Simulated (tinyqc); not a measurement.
Worked calculation: Pariser-Parr-Pople SCF with singles CI, for the molecule O=Cc1c[cH-]cn1 (SMILES; centres numbered as the heavy atoms are written). One step of it, computed by the program tinyqc.

Question. Iteration 1: orbitals and new P. Diagonalise F (the basis is taken as orthonormal) and form P = 2 sum c c over the lowest orbitals; 0.5 of the old P is kept.

F (eV):
```
           1O         2C         3C         4C         5C         6C         7N
1O  -5.782071  -5.922792   0.361852   0.424762  -0.235669  -0.249625   0.527046
2C  -5.922792  -0.227706  -3.710486  -0.056341   0.137018   0.146241  -0.050888
3C   0.361852  -3.710486   0.672943  -4.348633   0.609992   0.589829  -4.545374
4C   0.424762  -0.056341  -4.348633   0.461521  -4.694468   0.633606   0.708678
5C  -0.235669   0.137018   0.609992  -4.694468   0.447940  -4.493832   0.616387
6C  -0.249625   0.146241   0.589829   0.633606  -4.493832   0.468728  -4.863109
7N   0.527046  -0.050888  -4.545374   0.708678   0.616387  -4.863109  -1.614948
```

pi electrons, sum of z_r less the charge = 8

P at the start:
```
           1O         2C         3C         4C         5C         6C         7N
1O   1.112422   0.903689  -0.133693  -0.230309   0.156815   0.153351  -0.227339
2C   0.903689   0.985236   0.413266   0.021996  -0.073212  -0.078156   0.019658
3C  -0.133693   0.413266   1.168429   0.582146  -0.220998  -0.213746   0.591225
4C  -0.230309   0.021996   0.582146   1.192052   0.673535  -0.229593  -0.253640
5C   0.156815  -0.073212  -0.220998   0.673535   1.183457   0.620664  -0.220634
6C   0.153351  -0.078156  -0.213746  -0.229593   0.620664   1.181128   0.673754
7N  -0.227339   0.019658   0.591225  -0.253640  -0.220634   0.673754   1.177277
```

Give: orbital energies; P after iteration 1.

Answer.

orbital energies (eV): -9.9330  -8.0499  -4.3672  -3.7608  3.8163  8.0051  8.7159

P after iteration 1:
```
         1O       2C       3C       4C       5C       6C       7N
1O   1.3065   0.8455  -0.1497  -0.2117   0.1374   0.1548  -0.1952
2C   0.8455   0.8475   0.4388   0.0858  -0.1045  -0.1225   0.0639
3C  -0.1497   0.4388   1.1382   0.5846  -0.2040  -0.2346   0.5697
4C  -0.2117   0.0858   0.5846   1.1608   0.6805  -0.1971  -0.2676
5C   0.1374  -0.1045  -0.2040   0.6805   1.1719   0.6241  -0.2110
6C   0.1548  -0.1225  -0.2346  -0.1971   0.6241   1.1378   0.6733
7N  -0.1952   0.0639   0.5697  -0.2676  -0.2110   0.6733   1.2373
```
